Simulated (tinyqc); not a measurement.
What moves the results: trap in a gate oxide as a short-range spherical well. A value that a table varies takes the place of the one given here.

A spherical well of radius R and depth V0 below the conduction edge, one mass m, c = hbar^2/2m0. The s level at binding Et solves k cot(k R) = -kappa with k = sqrt(m (V0 - Et)/c), kappa = sqrt(m Et/c); it exists for V0 > Vc = c (pi/2R)^2/m. Outside, psi falls as exp(-kappa r)/r.

Lucovsky model (delta well, plane-wave final states, no local-field factor): sigma = (32 pi alpha c/(3 n_r m Et)) (x - 1)^(3/2)/x^3, x = h nu/Et, c = hbar^2/2m0; 1 angstrom^2 = 1e-16 cm^2.

Energies from the conduction edge of the channel. The trap level at depth x is E_T = dEc - Et - e Fox x (1 MV/cm = 0.01 eV/angstrom). An electron at the channel edge tunnels with the WKB exponent S = (4/3) sqrt(m/c) [dEc^(3/2) - (dEc - e Fox x)^(3/2)]/(e Fox), c = hbar^2/2m0; tau = t0 exp(S); the occupation is f = 1/(1 + exp((E_T - EF)/kB T)), tau_c = tau/f and tau_e = tau/(1 - f). Lattice relaxation is left out; a level below the channel edge needs phonons as well, so tau is then a lower bound, while a level above it can also empty elastically at its own energy, through a thinner barrier, faster than this tau.

Constants: hbar^2/2m0 = 3.80998211 eV angstrom^2; fine-structure constant alpha = 0.007297352564; kB = 8.617333262e-05 eV/K.

Parameters, chosen for this exercise (near those of SiO2 on 4H SiC; not measured data):
- R = 4.4 angstrom (radius of the well)
- m = 0.475 m0 (mass)
- fV = (1.02, 1.12, 1.25, 1.75, 2.48, 3.59, 4.81) (V0/Vc)
- n_r = 1.49 (refractive index)
- xs = (1.06, 1.27, 1.5, 1.77, 2.17, 2.89, 4.43, 8.86) (photon energies h nu/Et)
- dEc = 2.67 eV (conduction offset to the channel)
- Fox = 6.8 MV/cm (oxide field, lowering levels away from the channel)
- t0 = 1.2 x 1e-11 s (time constant at the interface)
- T = 300 K (temperature)
- EF = 0.01 eV (Fermi level above the channel edge)
- ds = (3, 6, 9, 12, 15, 18) angstrom (depths)
- V0 = 4.83 eV (depth of the well)
- x = 16 angstrom (depth of the trap)

## From threshold to a deep level

Et against the depth at fixed R; near threshold Et = (pi^2/16)(V0 - Vc)^2/Vc.

Results:

| V0/Vc | V0 (eV) | Et (eV) | threshold form (eV) | 1/kappa (angstrom) | share outside |
|---|---|---|---|---|---|
| 1.02 | 1.043 | 0.0002486 | 0.0002522 | 179.6 | 0.976 |
| 1.12 | 1.145 | 0.008350 | 0.009080 | 31.0 | 0.869 |
| 1.25 | 1.278 | 0.03337 | 0.03941 | 15.5 | 0.759 |
| 1.75 | 1.789 | 0.2316 | 0.3547 | 5.9 | 0.498 |
| 2.48 | 2.535 | 0.6809 | 1.381 | 3.4 | 0.321 |
| 3.59 | 3.670 | 1.530 | 4.230 | 2.3 | 0.200 |
| 4.81 | 4.917 | 2.572 | 9.154 | 1.8 | 0.137 |

The threshold form holds to 10 % up to V0/Vc = 1.12 of those listed. There the state is mostly outside the well (98 % in the first row) and knows only Et, which is why a delta-well model works; more than half is inside from V0/Vc = 1.75 on. A second s level would need V0/Vc > 9.

## Neutral against charged centre

Et = 2.49674 eV

Lucovsky cross-section, its shape relative to the peak, and the shape of a hydrogen-like centre relative to threshold: x^-4 exp(4 - 4 atan(e)/e)/(1 - exp(-2 pi/e)), e = sqrt(x - 1).

Results:

| x | h nu (eV) | sigma (1e-18 cm^2) | relative to peak | hydrogen-like |
|---|---|---|---|---|
| 1.06 | 2.647 | 0.651 | 0.099 | 0.856 |
| 1.27 | 3.171 | 3.61 | 0.548 | 0.525 |
| 1.50 | 3.745 | 5.52 | 0.838 | 0.332 |
| 1.77 | 4.419 | 6.42 | 0.975 | 0.209 |
| 2.17 | 5.418 | 6.53 | 0.991 | 0.117 |
| 2.89 | 7.216 | 5.68 | 0.861 | 0.051 |
| 4.43 | 11.061 | 3.85 | 0.585 | 0.014 |
| 8.86 | 22.121 | 1.67 | 0.253 | 0.002 |

The short-range centre starts from zero, reaches half its peak at x = 1.24 and peaks at x = 2; in the last row it still has 25 % of the peak. The Coulomb centre is largest at threshold and is down to 0.2 % there. Reading the peak as the threshold would misplace the level by a factor 2, here 2.50 eV. Rows above the gap, about 9 eV, are hidden by band-to-band absorption.

## Depth of the trap

Each depth has its own level and time; the corner frequency is 1/(2 pi tau).

Results:

| x (angstrom) | E_T (eV) | S | tau (s) | corner (Hz) | f |
|---|---|---|---|---|---|
| 3 | -0.031 | 3.39 | 3.6e-10 | 4.4e+08 | 0.829 |
| 6 | -0.235 | 6.65 | 9.3e-09 | 1.7e+07 | 1.000 |
| 9 | -0.439 | 9.77 | 2.1e-07 | 7.6e+05 | 1.000 |
| 12 | -0.643 | 12.73 | 4.0e-06 | 3.9e+04 | 1.000 |
| 15 | -0.847 | 15.53 | 6.7e-05 | 2.4e+03 | 1.000 |
| 18 | -1.051 | 18.17 | 0.00093 | 1.7e+02 | 1.000 |

tau spans 6.4 decades, one decade for each 2.12 angstrom at the start and 2.62 at the end, where the field has thinned the barrier. Traps spread evenly in depth are thus spread nearly evenly in ln tau; if levels near EF exist at every depth, this sums to 1/f noise and to charging that grows as ln t. With the single Et of this table only depths where f is neither 0 nor 1 contribute. The level stays below EF at all these depths.

## What each parameter does

Et from the well, then the level and the time. Each row changes one parameter from the base and keeps the others.

Results:

| case | Et (eV) | E_T (eV) | log10 tau (s) | ln(tau_c/tau_e) |
|---|---|---|---|---|
| base | 2.497 | -0.915 | -3.79 | -35.8 |
| x = 18 angstrom | 2.497 | -1.051 | -3.03 | -41.0 |
| Fox = 7.8 MV/cm | 2.497 | -1.075 | -3.93 | -42.0 |
| dEc = 2.46 eV | 2.497 | -1.125 | -4.15 | -43.9 |
| m = 0.522 m0 | 2.650 | -1.068 | -3.44 | -41.7 |
| V0 = 5.07 eV | 2.704 | -1.122 | -3.79 | -43.8 |
| T = 350 K | 2.497 | -0.915 | -3.79 | -30.7 |
| EF = 0.06 eV | 2.497 | -0.915 | -3.79 | -37.7 |

The largest shifts from the base row, up to three for each result and ties (the steps differ in size, so this ranks the rows, not the parameters). Et (eV): V0 +0.207, m +0.153; unchanged at the printed digits by x, Fox, dEc, T and EF. E_T (eV): dEc -0.210, V0 -0.207, Fox -0.160; unchanged at the printed digits by T and EF. log10 tau (s): x +0.75, dEc -0.37, m +0.34; unchanged at the printed digits by V0, T and EF. ln(tau_c/tau_e): dEc -8.1, V0 -8.0, Fox -6.2.

Computed by tinyqc, a small Python program: `OMP_NUM_THREADS=1 python tinyqc.py 1282397 1282398 out.jsonl` (the numbers bound the seed that draws the inputs); one thread of a shared host (Intel(R) Xeon(R) Processor @ 2.30GHz), about 0.01 s for the whole set of steps.
